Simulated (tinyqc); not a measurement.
Energy and delay of logic against supply voltage: one step of the calculation.

One expression serves below and above threshold: I(Vg) = Ik [ln(1 + exp((Vg - VT + dd V)/(al nf Vt)))]^al, with I_on = I(V) and I_off = I(0). Gate delay td = kd C V/I_on, clock period LD td. Per gate and cycle the switching energy is act C V^2 and the leakage energy I_off V LD td. No short-circuit current, no variation. Minima are sought above 0.09 V; below a few Vt gates no longer switch and the model has no meaning.

Question. New V. Minimum-energy supply: E(V) is the energy per gate and cycle; with h = 0.001 V, E' = (E(V + h) - E(V - h))/(2 h), E'' = (E(V - h) - 2 E(V) + E(V + h))/h^2, V(new) = V - E'/E''.

Inputs (values chosen for the exercise); values of the order met in logic technologies:
- T = 300 K (temperature)
- VT = 0.26 V (threshold voltage at zero drain bias)
- nf = 1.26 (slope factor)
- dd = 0.04 (barrier lowering per volt of supply)
- Ik = 1.5 uA (specific current of a gate)
- al = 1.85 (exponent of the current law)
- C = 1.1 fF (load capacitance of a gate)
- kd = 0.6 (delay factor)
- LD = 30 (logic depth)
- act = 0.3 (activity factor)

Constants: q = 1.602176634e-19 C, kB = 1.380649e-23 J/K, Vt = kB T/q. Results are converted to the units shown.

V at the start = 0.17 V

Find: E'; E''; V after iteration 1.

Answer.

E' = 53.260 aJ/V
E'' = 1499.4 aJ/V^2
V after iteration 1 = 0.13448 V

Numbers from tinyqc (`OMP_NUM_THREADS=1 python tinyqc.py 2082085 2082086 out.jsonl`; about 0.01 s on one thread of a shared Intel Xeon 2.30GHz).
